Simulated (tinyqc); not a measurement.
# Worked calculation: front-illuminated p-i-n photodiode, quantum efficiency and bandwidth

Program tinyqc, `OMP_NUM_THREADS=1 python tinyqc.py 2250116 2250117 out.jsonl`; Intel Xeon 2.30GHz, shared host, one thread, about 0.01 s. Printed values are rounded.

Light enters through a p layer (0 to xp), a depleted layer (xp to xp + wi) and a thick n substrate, decaying as exp(-al x); one pass, no back reflection. Carriers made in the depleted layer are all collected; those in the neutral layers diffuse.

Parameters, values chosen for the exercise; values close to those of silicon at this wavelength:
```
symbol,value,unit,meaning
lam,850,nm,wavelength
al,560,1/cm,absorption coefficient
Rf,0.05,,reflectance of the front face
eps_r,11.4,,relative permittivity
xp,0.25,um,thickness of the front p layer
wi,30,um,thickness of the depleted layer
Dn,11,cm^2/s,electron diffusion coefficient in the p layer
Ln,1.3,um,electron diffusion length in the p layer
S,2000,cm/s,recombination velocity of the front surface
Lp,10,um,hole diffusion length in the thick n substrate
ve,1.02e7,cm/s,electron drift velocity
vh,6.78e6,cm/s,hole drift velocity
dia,180,um,diameter
RL,50,ohm,load resistance
Cp,20,fF,parasitic capacitance
f,1.6,GHz,modulation frequency
```

Constants: q = 1.602176634e-19 C, h = 6.62607015e-34 J s, c = 299792458 m/s, eps0 = 8.8541878128e-14 F/cm where lengths are in cm. Results are converted to the units shown.

## Quantum efficiency

k = al Ln, s = S Ln/Dn, e = exp(-al xp); front layer f1 = (k/(k^2 - 1)) {[s + k - e (s cosh(xp/Ln) + sinh(xp/Ln))]/[s sinh(xp/Ln) + cosh(xp/Ln)] - k e}; depleted layer f2 = e (1 - exp(-al wi)); substrate f3 = e exp(-al wi) al Lp/(1 + al Lp); external efficiency (1 - Rf)(f1 + f2 + f3); responsivity = efficiency q lam/(h c).

s = 0.0236364
f1 = 0.0137028
f2 = 0.802315
f3 = 0.0659734
external efficiency = 0.837891
responsivity = 0.574434 A/W

The front layer absorbs 1.39 % of the light that enters and collects 98.6 % of that. Diffusion from the neutral layers makes up 9.03 % of the current.

## Response at one frequency

Drift response for pairs made in the depleted layer, a = al wi, g = 1 - exp(-a), u = 2 pi i f, te = wi/ve, th = wi/vh: electrons He = [g - a (exp(-a) - exp(-u te))/(u te - a)]/(u te g), holes Hh = [g - a (1 - exp(-a - u th))/(a + u th)]/(u th g); C = eps0 eps_r pi (dia/2)^2/wi + Cp; total |He + Hh|/sqrt(1 + (2 pi f RL C)^2), for the current of the depleted layer alone.

te = 294.118 ps
th = 442.478 ps
He = 0.227417-0.424021i
Hh = 0.101974-0.205067i
|He + Hh| = 0.710106
C = 105.618 fF
total response = 0.709107

The drift response alone falls to 1/sqrt(2) at 1.61 GHz and the RC term alone at 30.1 GHz; together they give 1.61 GHz for this part of the current; the diffusion currents, left out, respond on their own time scales.
